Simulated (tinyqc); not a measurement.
From completion time back to metal thickness h: growth of a silicide layer between metal and silicon: linear-parabolic kinetics, ramp anneals and Kissinger analysis. Computed by tinyqc, a small Python program. Command: `OMP_NUM_THREADS=1 python tinyqc.py 3013966 3013967 out.jsonl silicide inv`. One thread of a shared host (Intel(R) Xeon(R) Processor @ 2.30GHz), about 0.2 s of CPU time with the checks.

One compound layer of thickness x grows by diffusion through itself and reaction at an interface, dx/dt = 1/(2x/K + 1/v), until the metal is used up at x = a h.

Inputs (values chosen for the exercise, modelled on CoSi):
```
quantity                                 value    unit
silicide formed per metal thickness a     2.02       -
prefactor of the parabolic constant K  4.5e+13  nm^2/s
activation energy E of K                  1.92      eV
prefactor of the interface velocity v    2e+15    nm/s
activation energy E_v                     2.11      eV
temperature T                              480       C
time t                                     170       s
```

Constants: k_B = 8.617333262e-05 eV/K.

Method:
- The silicide ends at the thickness a h.
- K = K0 exp(-E/(k_B T)), v = v0 exp(-E_v/(k_B T)).
- Temperatures in kelvin are T(C) + 273.15.
- x^2/K + x/v = t, so x = (K/(2v)) [sqrt(1 + 4 v^2 t/K) - 1], capped at a h; completion time t_c = (a h)^2/K + a h/v, a h being the final thickness; crossover thickness K/v.

Question. A run gave the result below. Find the metal thickness h, known to lie between 23 and 35 nm.

completion time = 506.6935 s

Answer.

Each step takes the trial c = (a f_b - b f_a)/(f_b - f_a), f being the result less the target and a, b, c the logarithms of the listed values; c replaces end b, the old b replaces a if the sign of f changed, and otherwise f_a is halved.

Scan of the range:
```
metal thickness h (nm)  completion time (s)
23.0                                340.980
24.7                                393.005
26.5                                452.116
28.4                                519.001
30.4                                594.389
32.6                                683.219
35.0                                787.176
```

False position (Illinois rule, in the logarithm of the input) inside the bracket:
```
step    end a    end b    trial  completion time (s)
1     26.5000  28.4000  28.0404              505.989
2     28.4000  28.0404  28.0598              506.685
3     28.4000  28.0598  28.0602              506.702
4     28.0598  28.0602  28.0600              506.693
```

Completion time rises at every point of a 13-point scan of the range (every second point is shown), so one value fits; it is bracketed by 26.5 and 28.4. Answer: metal thickness h = 28.06 nm.
